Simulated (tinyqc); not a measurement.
Self-consistent Fermi level with native defects, at growth and after a quench: one step, computed by the program tinyqc.

Energies are counted from the top of the valence band (VBM); when the gap shrinks with temperature the conduction band moves and the levels stay. The added dopant is taken as fully ionised. D and A draw on one reservoir with opposite signs, as the two vacancies of a compound do.

Question. After the quench to T. E_g(T) = E_g - slope x max(0, T - 300 K). N_c = 2 M_c (2 pi m_e k_B T/h^2)^(3/2) and N_v = 2 (2 pi m_h k_B T/h^2)^(3/2), masses in units of m_0. n = N_c F_1/2((E_F - E_g)/k_B T), p = N_v F_1/2(-E_F/k_B T). F_1/2(eta) = (2/sqrt(pi)) int_0^infinity sqrt(x)/(1 + exp(x - eta)) dx, by the trapezoid rule in t = sqrt(x) with step 0.02 up to t = 12 (for eta < -12 by exp(eta) - exp(2 eta)/2^(3/2)). After a quench the totals of D and A stay as grown, and each is shared among its charge states with weights exp(-(E_f(q, 0) + q E_F)/k_B T). Net charge = p - n + sum q c_q + N_X; the log ratio is ln(positive charge/negative charge). E_F is the root of the log ratio, by 50 bisections between -0.5 eV and E_g + 0.5 eV.

Inputs (values chosen for the exercise, with bands modelled on CdTe):

| quantity | value | unit |
|---|---|---|
| gap E_g at 300 K | 1.55 | eV |
| slope -dE_g/dT above 300 K | 0.00026 | eV/K |
| electron mass m_e | 0.098 | m_0 |
| valleys M_c | 1 | - |
| hole mass m_h | 0.648 | m_0 |
| dopant density N_X | 8.1e+16 | cm^-3 |
| growth temperature T_g | 924 | K |
| temperature of use T | 400 | K |

Added shallow dopant: donor.

total D = 3.086518e+14 cm^-3

total A = 3.692286e+15 cm^-3

E_f(q, E_F = 0) (eV): D(+2) 0.134, D(+1) 0.721, D(0) 1.410, A(0) 3.158, A(-1) 3.264, A(-2) 3.632, A(-3) 4.403

Constants: m_0 = 9.1093837015e-31 kg; k_B = 1.380649e-23 J/K; h = 6.62607015e-34 J s; k_B = 8.617333262e-05 eV/K.

Give: E_F after the quench; n after the quench; p after the quench; Frozen defects.

Answer.

E_F after the quench = 1.427 eV

n after the quench = 6.992e+16 cm^-3

p after the quench = 21.03 cm^-3

Frozen defects:

| state | c (cm^-3) | share of its total |
|---|---|---|
| D(+2) | 4.014e-06 | 1.300e-20 |
| D(+1) | 1.546e+05 | 5.007e-10 |
| D(0) | 3.087e+14 | 1.000e+00 |
| A(0) | 2.039e-23 | 5.522e-39 |
| A(-1) | 9.021e-07 | 2.443e-22 |
| A(-2) | 1.996e+07 | 5.405e-09 |
| A(-3) | 3.692e+15 | 1.000e+00 |
